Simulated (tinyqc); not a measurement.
From results back to parameters: two-level Kane dispersion of a narrow-gap semiconductor. Four cases, with inputs chosen for the exercise.

Problem. In the two-level Kane model E = Eg/2 + sqrt(Eg^2/4 + (2/3) Ep c k^2), c = hbar^2/2m0, and the momentum mass is m(k) = (3/(2 Ep)) sqrt(Eg^2 + (8/3) Ep c k^2). It is given at the Fermi wave vectors kF = (3 pi^2 n)^(1/3) of two densities (1 cm^-3 = 1e-24 angstrom^-3).

Constants: hbar^2/2m0 = 3.80998211 eV angstrom^2.

Find: kF^2; Ep; edge mass; |Eg|.

Case 1.

Values chosen (out of a larger set: near those of GaSb; not measured data): n12 = (4.3e+15, 2.6e+18) cm^-3 (two densities).

masses at the two densities (m0): 0.04524847  0.06023647

Solution.

kF^2 (1/angstrom^2): 2.5308e-05  0.0018097

Ep = 25.8 eV
edge mass = 0.04500 m0
|Eg| = 0.774 eV

m^2 = m0*^2 + (6 c/Ep) kF^2 is a straight line in kF^2: the slope gives Ep, the intercept the edge mass, and |Eg| = (2/3) Ep m0*. The sign of Eg does not enter. The two-level form takes Dso as infinite, which overstates the mass where Dso is not large against Eg.

Case 2.

Values chosen (out of a larger set: a gap close to zero; not measured data): n12 = (3.4e+15, 2.3e+18) cm^-3 (two densities).

masses at the two densities (m0): 0.00680518  0.04456290

Solution.

kF^2 (1/angstrom^2): 2.1640e-05  0.0016676

Ep = 19.4 eV
edge mass = 0.00456 m0
|Eg| = 0.059 eV

m^2 = m0*^2 + (6 c/Ep) kF^2 is a straight line in kF^2: the slope gives Ep, the intercept the edge mass, and |Eg| = (2/3) Ep m0*. The sign of Eg does not enter. The two-level form takes Dso as infinite, which overstates the mass where Dso is not large against Eg.

Case 3.

Values chosen (out of a larger set: near those of grey Sn; not measured data): n12 = (1.6e+16, 1.2e+18) cm^-3 (two densities).

masses at the two densities (m0): 0.02635688  0.04086929

Solution.

kF^2 (1/angstrom^2): 6.0771e-05  0.0010808

Ep = 23.9 eV
edge mass = 0.02523 m0
|Eg| = 0.402 eV

m^2 = m0*^2 + (6 c/Ep) kF^2 is a straight line in kF^2: the slope gives Ep, the intercept the edge mass, and |Eg| = (2/3) Ep m0*. The sign of Eg does not enter. For Eg < 0 the edge mass does not depend on Dso, which enters only as EF nears it.

Case 4.

Values chosen (out of a larger set: near those of GaSb; not measured data): n12 = (1.5e+15, 5.1e+17) cm^-3 (two densities).

masses at the two densities (m0): 0.04363698  0.04904340

Solution.

kF^2 (1/angstrom^2): 1.2541e-05  0.00061093

Ep = 27.3 eV
edge mass = 0.04352 m0
|Eg| = 0.792 eV

m^2 = m0*^2 + (6 c/Ep) kF^2 is a straight line in kF^2: the slope gives Ep, the intercept the edge mass, and |Eg| = (2/3) Ep m0*. The sign of Eg does not enter. The two-level form takes Dso as infinite, which overstates the mass where Dso is not large against Eg.

Computed by tinyqc, one run a case: `OMP_NUM_THREADS=1 python tinyqc.py N N+1 out.jsonl` with N = 1080481, 1080494, 1080501, 1080532; one thread of a shared Intel(R) Xeon(R) Processor @ 2.30GHz, about 0.01 s a run at most.
